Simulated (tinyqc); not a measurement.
Depletion-mode phase shifter in a rib waveguide and its Mach-Zehnder modulator: one step of the calculation.

A lateral p-n junction at x0 in a waveguide whose mode intensity is a Gaussian of rms width s about x = 0; p side at smaller x. Reverse bias removes carriers and raises the index. Abrupt junction, doping uniform over the whole mode, lumped electrode (no travelling-wave effects).

Problem. Index shift, efficiency, loss and bandwidth. dneff = G {dn_h [F(xp(0)) - F(xp(V))] + dn_e [F(xn(V)) - F(xn(0))]}; VpiL = lam V/(2 dneff); loss = a0 + 4.343 G {a_h F(xp) + a_e [1 - F(xn)]} dB/cm at V; C = eps0 eps_r hr/W + Cf; fRC = 1/(2 pi Rs C).

Inputs (values chosen for the exercise); values close to those of silicon near 1550 nm:
- lam = 1550 nm (wavelength)
- eps_r = 11.7 (relative permittivity of the semiconductor)
- G = 0.9 (vertical confinement times ng/n)
- hr = 310 nm (rib height)
- Cf = 41 pF/m (fringe capacitance)
- Rs = 17.7 ohm mm (series resistance)
- V = 1.5 V (reverse bias)
- a0 = 1.7 dB/cm (passive loss)

Constants: eps0 = 8.8541878128e-14 F/cm where lengths are in cm. Results are converted to the units shown.

F, edge xp(0) to xn(V): [0.4531944144, 0.6508539105, 0.4243715954, 0.7352197663]
W at 0 and at V (nm): [75.78323140, 122.9099067]
dn_h = 0.001945050722
dn_e = 0.0002376
a_h = 5.34 1/cm
a_e = 2.295 1/cm

Give: dneff; VpiL; loss; C; fRC.

Solution.

dneff = 6.8496e-5
VpiL = 1.6972 V cm
loss = 12.933 dB/cm
C = 302.28 pF/m
fRC = 29.746 GHz

The product VpiL x loss is 21.9 V dB.

tinyqc, about 0.01 s, one thread, Intel Xeon 2.30GHz (shared host): `OMP_NUM_THREADS=1 python tinyqc.py 2650127 2650128 out.jsonl`
